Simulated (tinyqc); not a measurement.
Recursion (Haydock) method for the local density of states: surface site of a cubic lattice: one step. The coefficients.

One orbital a site at energy 0, hopping -t to the 6 nearest neighbours of a cubic lattice; the start u0 is a site in the outermost layer of a half crystal, with energy V. Recursion: a_n = <u_n|H|u_n>, b_(n+1) u_(n+1) = (H - a_n) u_n - b_n u_(n-1), b > 0. G(z) = 1/(z - a0 - b1^2/(z - a1 - b2^2/(...))), z = E + i eta. After n levels the tail is b_n^2 T with the square-root terminator T = (z - sqrt(z - 2b) sqrt(z + 2b))/(2 b^2), b = 3t so that the band edges lie at -/+ 6t.

Values chosen for the exercise: t = 1.23 eV (hopping); V = 0 eV (shift of the starting site); n = 6 (levels kept).

Task: Carry the recursion for n levels; the lattice is large enough that no wall but the surface is met.

Give: Coefficients.

Result:

Coefficients:

| n | a_n (eV) | b_(n+1) (eV) | b_(n+1)^2/t^2 |
|---|---|---|---|
| 0 | 0.0000 | 2.75036 | 5.0000 |
| 1 | 0.0000 | 3.34596 | 7.4000 |
| 2 | 0.0000 | 3.48014 | 8.0054 |
| 3 | 0.0000 | 3.54753 | 8.3184 |
| 4 | 0.0000 | 3.60272 | 8.5793 |
| 5 | 0.0000 | 3.61387 | 8.6325 |

b1^2/t^2 = 5 counts the neighbours of the start. All a_n vanish because the lattice is bipartite and V = 0. The b_n tend to a quarter of the band width, 3.690 eV.

(tinyqc, `OMP_NUM_THREADS=1 python tinyqc.py 1451810 1451811 out.jsonl`, Intel(R) Xeon(R) Processor @ 2.30GHz, 1 thread, shared host, about 0.2 s.)
